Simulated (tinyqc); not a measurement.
Quantum against classical capture: non-radiative capture by multiphonon emission, one effective mode. Computed by tinyqc, a small Python program. Command: `OMP_NUM_THREADS=1 python tinyqc.py 3006054 3006055 out.jsonl capture walk`. One thread of a shared host (Intel(R) Xeon(R) Processor @ 2.30GHz), about 0.01 s of CPU time with the checks.

The initial state (free carrier plus empty centre) lies dE above the final state; both have the same frequency and are displaced by dQ.

Inputs (values chosen for the exercise, with mass, screening and phonons like those of GaN):
```
quantity,value,unit
energy released dE,0.319,eV
phonon energy hbar omega,62.8,meV
Huang-Rhys factor S,1.96,-
electron-phonon coupling W,0.015,eV/(u^(1/2) angstrom)
cell volume V,869,angstrom^3
degeneracy g,1,-
broadening b,37,meV
carrier mass m,0.208,m_0
dielectric constant eps,9.6,-
temperature T,300,K
```

Centre: repulsive.

Constants: hbar^2/u = 4.18015928e-03 eV angstrom^2; k_B = 8.617333262e-05 eV/K; hbar = 6.582119569e-16 eV s; Ry = 13.605693123 eV.

Method:
- dQ = sqrt(2 S (hbar^2/u)/hbar omega); relaxation energy lambda = S hbar omega; phonons needed P = dE/hbar omega; classical barrier E_b = (dE - lambda)^2/(4 lambda); occupation n = 1/(exp(hbar omega/k_B T) - 1).
- M_p = sum_m w_m <m_i|Q|(m + p)_f>^2 with Q counted from the final minimum and Boltzmann weights w_m for m = 0..24; <m_i|Q|k_f> = sqrt((hbar^2/u)/(2 hbar omega)) [sqrt(k) <m|k-1> + sqrt(k+1) <m|k+1>], with overlaps of oscillators displaced by d = sqrt(2 S) summed on 1500 points from -16 to 16 + d.
- The delta function is a Gaussian of standard deviation b at dE - p hbar omega.
- C_0 = V (2 pi/hbar) g W^2 sum_p M_p Gaussian_p. Here the sum runs over all p.
- Classical (Marcus) form: replace the sum by Q_c^2 exp(-E_b/k_B T)/sqrt(4 pi lambda k_B T), Q_c = dQ (dE + lambda)/(2 lambda).
- Sommerfeld factor of a repulsive centre: s(k) = 2 pi nu/(exp(2 pi nu) - 1), nu = sqrt(Ry*/E), Ry* = Ry m/eps^2, averaged over (2/sqrt(pi)) sqrt(x) exp(-x) dx with x = E/k_B T = t^2 (trapezoid, t to 6 in steps of 0.01).
- The last column is -k_B d ln C_0/d(1/T) from this row and the one above.

dQ = 0.510810 u^(1/2) angstrom

lambda = 0.123088 eV

classical barrier E_b = 0.0779554 eV

Against temperature:
```
T (K),"C_0, quantum (cm^3/s)","C_0, classical (cm^3/s)",Sommerfeld factor,activation energy (eV)
58,8.2735e-10,3.0074e-15,5.6193e-04,-
110,8.2908e-10,3.4781e-12,3.5695e-03,2.2190e-05
180,8.5053e-10,6.6584e-11,1.1011e-02,6.2261e-04
290,9.4012e-10,3.5295e-10,2.6780e-02,4.0951e-03
440,1.1131e-09,8.2991e-10,5.0782e-02,1.2383e-02
660,1.3618e-09,1.3447e-09,8.5311e-02,2.2937e-02
1000,1.6318e-09,1.7409e-09,1.3271e-01,3.0259e-02
1500,1.8101e-09,1.9218e-09,1.8968e-01,2.6805e-02
```

At 58.0 K the quantum value is 280000 times the classical one: C_0 comes from tunnelling out of the lowest level and hardly depends on T. At 1500 K the ratio is 0.94. The largest apparent activation energy is 0.030 eV against the classical barrier of 0.078 eV, so an Arrhenius fit understates the barrier, through tunnelling and the broadening b at low T and the T^(-1/2) prefactor at high T. The measured coefficient is C = s C_0, and s changes by a factor 340 over these rows, so C changes by 740 where C_0 changes by 2.2.

Extremes, crossings and ranges named in words are read from the listed rows.
